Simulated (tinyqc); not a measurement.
Comparisons within one model: carrier statistics of a doped semiconductor with parabolic bands. A value that a table varies takes the place of the one given here.

Eg(T) = Eg0 - al T^2/(T + be); m_de = Mv^(2/3) (ml mt^2)^(1/3); m_dh = (mhh^(3/2) + mlh^(3/2))^(2/3); Nc and Nv from N = 2 (m kB T/(4 pi c))^(3/2) with c = hbar^2/2m0, in 1/angstrom^3; times 1e24 for 1/cm^3.

Energies are counted from Ev, so Ec = Eg. n = Nc F_1/2((EF - Eg)/kT), p = Nv F_1/2(-EF/kT), ND+ = ND/(1 + 2 exp((EF - Eg + ED)/kT)), NA- = NA/(1 + 4 exp((EA - EF)/kT)); neutrality asks p + ND+ = n + NA-. F_j(eta) = (1/Gamma(j + 1)) integral_0^infinity x^j dx/(1 + exp(x - eta)), which tends to exp(eta) for eta << 0.

Constants: hbar^2/2m0 = 3.80998211 eV angstrom^2; kB = 8.617333262e-05 eV/K.

Inputs chosen for the exercise (near those of Si; not measured data):
- Eg0 = 1.165 eV (gap at 0 K)
- al = 0.00046 eV/K (Varshni alpha)
- be = 651 K (Varshni beta)
- ml = 0.912 m0 (longitudinal electron mass)
- mt = 0.19 m0 (transverse electron mass)
- Mv = 6 (equivalent valleys)
- mhh = 0.54 m0 (heavy-hole mass)
- mlh = 0.155 m0 (light-hole mass)
- ND = 1.6e+18 1/cm^3 (donors)
- NA = 5.5e+17 1/cm^3 (acceptors)
- ED = 0.0441 eV (donor level below Ec)
- EA = 0.044 eV (acceptor level above Ev)
- T = 150 K

## Temperature

Neutrality solved at each temperature; ni = sqrt(Nc Nv) exp(-Eg/2kT).

Carriers (1/cm^3):

| T (K) | EF (eV) | n | p | majority / \|ND - NA\| | ni | Eg (eV) |
|---|---|---|---|---|---|---|
| 30 | 1.1202 | 3.22e+10 | <1e-99 | 3.07e-08 | 8.79e-81 | 1.1644 |
| 50 | 1.1191 | 6.37e+13 | 1.25e-95 | 6.06e-05 | 2.82e-41 | 1.1634 |
| 77 | 1.1168 | 4.35e+15 | 1.20e-55 | 0.00414 | 2.29e-20 | 1.1613 |
| 120 | 1.1097 | 7.54e+16 | 7.19e-29 | 0.0718 | 2.33e-06 | 1.1564 |
| 200 | 1.0810 | 3.95e+17 | 3.60e-09 | 0.376 | 3.79e+04 | 1.1434 |
| 300 | 1.0268 | 6.97e+17 | 64.6 | 0.664 | 6.74e+09 | 1.1215 |
| 450 | 0.9243 | 8.90e+17 | 9.40e+08 | 0.847 | 2.90e+13 | 1.0804 |
| 600 | 0.8060 | 9.61e+17 | 5.51e+12 | 0.916 | 2.31e+15 | 1.0326 |
| 800 | 0.6333 | 1.01e+18 | 5.13e+15 | 0.958 | 7.19e+16 | 0.9621 |
| 1000 | 0.4700 | 1.32e+18 | 2.99e+17 | 1.26 | 6.30e+17 | 0.8864 |

Ionisation is incomplete: the majority density is below 90 % of the net doping at 30, 50, 77, 120, 200, 300 and 450 K, down to a share of 3.1e-08. It is within 10 % of the net doping at 600 and 800 K. At 1000 K thermal pairs lift it more than 10 % above the net doping; ni has reached 6.30e+17 1/cm^3 at 1000 K against a net doping of 1.05e+18. EF goes from 1.120 eV to 0.470 eV, where midgap is 0.443 eV and the intrinsic level (Boltzmann) 0.406 eV.

## Doping level

Only donors are present (NA = 0); eta is the distance of EF beyond the conduction edge in units of kT.

Neutral state:

| ND (1/cm^3) | EF (eV) | majority (1/cm^3) | ionised share | eta |
|---|---|---|---|---|
| 1.0e+14 | 1.0037 | 9.99e+13 | 0.999 | -11.48 |
| 1.0e+15 | 1.0334 | 9.94e+14 | 0.994 | -9.18 |
| 1.0e+16 | 1.0625 | 9.44e+15 | 0.944 | -6.93 |
| 1.0e+17 | 1.0883 | 6.96e+16 | 0.696 | -4.93 |
| 1.0e+18 | 1.1084 | 3.26e+17 | 0.326 | -3.38 |
| 3.0e+18 | 1.1167 | 6.10e+17 | 0.203 | -2.74 |
| 1.0e+19 | 1.1252 | 1.16e+18 | 0.116 | -2.08 |
| 3.0e+19 | 1.1329 | 2.03e+18 | 0.068 | -1.48 |

The impurity level lies at 1.1080 eV. The ionised share falls from 0.999 to 0.068 as EF passes through it between 1e+17 and 1e+18 1/cm^3 (share 1/3 there); it is below one half from 1e+18 1/cm^3 on. Over the last two rows the doping grows threefold and the majority density by a factor 1.75. EF comes within 3 kT of the majority band edge from 3e+18 1/cm^3 on. Above roughly 4e+18 1/cm^3 (N^(1/3) a = 0.26, with the radius a = sqrt(c/(m E)) from the ionisation energy E and the mass (ml mt^2)^(1/3)) the levels merge with the band and real ionisation is complete; sharp levels then overstate freeze-out.

## What each input does

Neutrality solved anew for each case. Each row changes one parameter from the base and keeps the others.

Results:

| case | EF (eV) | n (1/cm^3) | p (1/cm^3) |
|---|---|---|---|
| base | 1.1011 | 1.86e+17 | 4.11e-19 |
| T = 190 K | 1.0855 | 3.55e+17 | 9.33e-11 |
| ND = 8e+17 1/cm^3 | 1.0846 | 5.22e+16 | 1.47e-18 |
| NA = 2.75e+17 1/cm^3 | 1.1069 | 2.89e+17 | 2.63e-19 |
| Eg0 = 1.215 eV | 1.1511 | 1.86e+17 | 8.58e-21 |
| mt = 0.228 m0 | 1.1003 | 2.10e+17 | 4.36e-19 |
| mhh = 0.648 m0 | 1.1011 | 1.86e+17 | 5.23e-19 |
| ED = 0.0662 eV | 1.0836 | 4.82e+16 | 1.59e-18 |

The largest shifts from the base row, up to three for each result and ties (the steps differ in size, so this ranks the rows, not the parameters). EF (eV): Eg0 +0.0500, ED -0.0175, ND -0.0165; unchanged at the printed digits by mhh. n (1/cm^3): T +1.69e+17, ED -1.38e+17, ND -1.34e+17; unchanged at the printed digits by Eg0 and mhh. p (1/cm^3): T +9.33e-11, ED +1.18e-18, ND +1.06e-18.

(tinyqc, `OMP_NUM_THREADS=1 python tinyqc.py 1680253 1680254 out.jsonl`, Intel(R) Xeon(R) Processor @ 2.30GHz, 1 thread, shared host, about 0.01 s.)
